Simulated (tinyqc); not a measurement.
From Seebeck coefficient |S| back to density-of-states mass m: single-band model of a thermoelectric material. Computed by tinyqc, a small Python program. Command: `OMP_NUM_THREADS=1 python tinyqc.py 3010285 3010286 out.jsonl thermo inv`. One thread of a shared host (Intel(R) Xeon(R) Processor @ 2.30GHz), about 0.02 s of CPU time with the checks.

One spherical band, one scattering law, no minority carriers and no phonon drag. In a real material minority carriers limit |S| to about E_g/(2 e T), so larger values are formal. eta = E_F/(k_B T) is counted from the band edge; f = 1/(1 + exp(x - eta)).

Inputs (values chosen for the exercise, modelled on n-type PbTe):
```
quantity                                value        unit
non-parabolicity alpha                    2.1        1/eV
mobility parameter mu_300                1500  cm^2/(V s)
temperature exponent p                    1.5           -
lattice thermal conductivity kappa_L     0.97     W/(m K)
carrier density n                     5.3e+17      1/cm^3
temperature T                             660           K
```

Band: Kane. Scattering: acoustic phonons, r = -0.5.

Constants: m_0 = 9.1093837015e-31 kg; k_B = 1.380649e-23 J/K; hbar = 1.054571817e-34 J s; k_B = 8.617333262e-05 eV/K; e = 1.602176634e-19 C.

Method:
- With x = E/(k_B T), a = alpha k_B T (0 for a parabolic band), G = x (1 + a x), D = 1 + 2 a x and <y> = int y f (1 - f) dx, f = 1/(1 + exp(x - eta)): tau = tau_0 G^r/D; transport function s = G^(3/2 + r)/D^2; n = N_0 <G^(3/2)> with N_0 = (2 m k_B T)^(3/2)/(3 pi^2 hbar^3).
- Integrals over x = E/(k_B T) use 160 Gauss-Legendre points in u = sqrt(x) from 0 to sqrt(max(eta, 0) + 32).
- Solve for eta.
- sigma = e mu_0 N_0 <s> with mu_0 = e tau_0/m = mu_300 (T/300 K)^(-p); |S| = (k_B/e)(<x s>/<s> - eta); Lorenz number L = (k_B/e)^2 (<x^2 s>/<s> - (<x s>/<s>)^2); kappa_e = L sigma T; zT = S^2 sigma T/(kappa_L + kappa_e).
- Hall factor r_H = <G^(3/2)> <G^(3/2 + 2r)/D^4>/<s>^2; drift mobility sigma/(n e) with n = N_0 <G^(3/2)>; power factor S^2 sigma.

Problem. A run gave the result below. Find the density-of-states mass m, known to lie between 0.19 and 0.48 m_0.

Seebeck coefficient |S| = 436.7556 microvolt/K

Solution.

Each step takes the trial c = (a f_b - b f_a)/(f_b - f_a), f being the result less the target and a, b, c the logarithms of the listed values; c replaces end b, the old b replaces a if the sign of f changed, and otherwise f_a is halved.

Scan of the range:
```
density-of-states mass m (m_0)  Seebeck coefficient |S| (microvolt/K)
0.190                                                         396.354
0.222                                                         416.313
0.259                                                         436.112
0.302                                                         455.866
0.352                                                         475.590
0.411                                                         495.557
0.480                                                         515.566
```

False position (Illinois rule, in the logarithm of the input) inside the bracket:
```
step  end a     end b     trial  Seebeck coefficient |S| (microvolt/K)
1     0.259  0.302000  0.260299                                436.755
2     0.302  0.260299  0.260300                                436.756
```

Seebeck coefficient |S| rises at every point of a 13-point scan of the range (every second point is shown), so one value fits; it is bracketed by 0.259 and 0.302. Answer: density-of-states mass m = 0.2603 m_0.
